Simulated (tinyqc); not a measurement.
Strain and the order of the valence edges: six-band k.p model of the valence band of a wurtzite crystal.

At k = 0: E1 = D1c + D2c + Te + Le (pure HH); E2, E3 = Le + u +/- sqrt(u^2 + 2 D3c^2), u = (D1c - D2c + Te)/2, D1c = Dcr, D2c = D3c = Dso/3. The weight of LH in state 2 is fL = (E2 - Le)^2/((E2 - Le)^2 + 2 D3c^2). Relative strengths of transitions to the conduction band: for E perpendicular to c (TE) 1/2, fL/2, (1 - fL)/2; for E along c (TM) 0, 1 - fL, fL, with one momentum element for both directions.

Strain of a c-plane layer: exx = eyy = e_par, ezz = -2 (C13/C33) e_par; Le = D1 ezz + D2 (exx + eyy), Te = D3 ezz + D4 (exx + eyy).

Conduction edge: Ec = (top of the unstrained valence band) + Eg + (a1 + D1) ezz + (a2 + D2)(exx + eyy).
Constants: kB = 8.617333262e-05 eV/K.

Parameters, chosen for this exercise (near those of GaN; the results hold for these values, not for the real material):

| symbol | value | unit | meaning |
|---|---|---|---|
| Dcr | 0.0173 | eV | crystal-field splitting |
| Dso | 0.0178 | eV | spin-orbit splitting |
| Eg | 3.514 | eV | direct gap at Gamma from the top of the unstrained valence band |
| a1 | -4.9 | eV | gap potential along c |
| a2 | -11.63 | eV | gap potential in the plane |
| D1 | -3.71 | eV |  |
| D2 | 4.69 | eV |  |
| D3 | 8.16 | eV |  |
| D4 | -4.15 | eV |  |
| C13 | 111 | GPa |  |
| C33 | 402 | GPa |  |
| T | 400 | K | temperature |

Edges from the unstrained top. Degree of polarisation (TE - TM)/(TE + TM), each state weighted by exp(E/kT) alone (equal densities of states).

Results:

| e_par (%) | E1 (meV) | E2 (meV) | E3 (meV) | fL | lowest transition (eV) | polarisation |
|---|---|---|---|---|---|---|
| -1.20 | 16.5 | 5.1 | -160.8 | 0.997 | 3.6070 | 0.982 |
| -0.90 | 12.4 | 1.1 | -126.6 | 0.996 | 3.5837 | 0.953 |
| -0.60 | 8.3 | -2.8 | -92.6 | 0.991 | 3.5605 | 0.870 |
| -0.30 | 4.1 | -6.4 | -58.9 | 0.974 | 3.5372 | 0.661 |
| 0.00 | 0.0 | -7.4 | -27.7 | 0.780 | 3.5140 | 0.243 |
| 0.30 | -4.1 | 13.4 | -18.4 | 0.075 | 3.4732 | -0.293 |
| 0.60 | -8.3 | 46.4 | -21.2 | 0.016 | 3.4129 | -0.692 |
| 0.90 | -12.4 | 80.3 | -24.9 | 0.006 | 3.3516 | -0.885 |
| 1.20 | -16.5 | 114.4 | -28.9 | 0.003 | 3.2901 | -0.959 |

What can be read from this table?

E1 = E2 requires Dcr + Te = 0, which here falls at e_par = 0.14 %, inside the sweep: state 1 is on top for smaller e_par and state 2 beyond. The polarisation goes from +0.98 to -0.96 and changes sign between 0.00 and 0.30 %; the lowest transition moves by -132 meV per 1 % on average.

Run: tinyqc, `OMP_NUM_THREADS=1 python tinyqc.py 1080749 1080750 out.jsonl`; Intel(R) Xeon(R) Processor @ 2.30GHz, one thread, shared host; about 0.01 s of CPU time with all checks.
